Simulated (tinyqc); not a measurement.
Level against strength of the defect: Koster-Slater impurity in an sp3s* host.

sp3s* tight binding, nearest neighbours only: anion (a) at 0, cation (c) at a/4 (1,1,1), orbitals s, px, py, pz, s* on each; k in units of 2 pi/a. With phases e_j = exp(i (pi/2) k.n_j) for n = (1,1,1), (1,-1,-1), (-1,1,-1), (-1,-1,1): g0 = (e1+e2+e3+e4)/4, g1 = (e1+e2-e3-e4)/4, g2 = (e1-e2+e3-e4)/4, g3 = (e1-e2-e3+e4)/4. The diagonal holds the levels Esa, Epa, Exa (s*) and Esc, Epc, Exc. Anion-cation block: <sa|sc> = Vss g0; <sa|xc> = Vsapc g1; <xa|sc> = -Vscpa g1; <xa|xc> = Vxx g0; <xa|yc> = <ya|xc> = Vxy g3, <xa|zc> = <za|xc> = Vxy g2, <ya|zc> = <za|yc> = Vxy g1; <s*a|xc> = Vxapc g1; <xa|s*c> = -Vpaxc g1; y and z take g2 and g3 in place of g1; s-s* and s*-s* vanish.

A defect on a cation site (c) shifts the s level there by Vs or the three p levels by Vp and leaves the rest. A level in the gap solves 1/Vs = G_s(E) (symmetry A1) or 1/Vp = G_p(E) (T2, threefold), with G(E) = (1/N^3) sum over k and bands of w/(E - e), where w is the weight of the state on the s orbital of that site, or the mean weight on its px, py, pz. Mesh: k = f1 (-1,1,1) + f2 (1,-1,1) + f3 (1,1,-1), f = (j + 1/2)/N, j = 0 to N - 1. Energies from the top of the valence band at Gamma; the s* orbital of the site is left as it is. An infinite shift removes the s or p orbitals, the model of the ideal vacancy: G(E) = 0.

Inputs chosen for the exercise (out of a larger set: near a published set for AlAs; not measured data): p = (-7.446, 0.983, -1.177, 3.557, 7.553, 6.742, -6.631, 1.872, 4.252, 5.124, 5.55, 4.52, 5.031) eV (order Esa, Epa, Esc, Epc, Exa, Exc, Vss, Vxx, Vxy, Vsapc, Vscpa, Vxapc, Vpaxc); N = 6 (mesh).

Eg (smallest gap of the host) = 2.29259 eV

A dash: no level in the gap from 0 to Eg. The last row is the ideal vacancy.

Levels (eV above the valence band):

| shift (eV) | A1 | T2 |
|---|---|---|
| -40 | - | 0.342 |
| -20 | - | 0.540 |
| -12 | - | 0.829 |
| -8 | 0.470 | 1.176 |
| -5 | 1.117 | 1.633 |
| -3 | 1.712 | 2.012 |
| +3 | - | - |
| +5 | - | - |
| +8 | - | - |
| +12 | - | - |
| +20 | - | - |
| +40 | - | 0.053 |
| vacancy | - | 0.176 |

What can be read from this table?

A1: a level lies in the gap for the attractive shifts -3, -5 and -8 eV, and no repulsive one does; G has no zero in the gap, so there is no vacancy level there and a strong enough shift drives the level out through the far edge. T2: a level lies in the gap for the attractive shifts -3, -5, -8, -12, -20 and -40 eV and for the repulsive +40 eV; both branches tend to the vacancy level, 0.176 eV, which pins them. A level passes the edges where the shift equals 1/G, a value that is sensitive to the mesh there: on this one 1/G(0) = -11.4 and 1/G(Eg) = -1.2 eV for s, 24.0 and -1.0 eV for p.

Program tinyqc; command `OMP_NUM_THREADS=1 python tinyqc.py 1452321 1452322 out.jsonl`; about 0.07 s on one thread of a shared Intel(R) Xeon(R) Processor @ 2.30GHz.
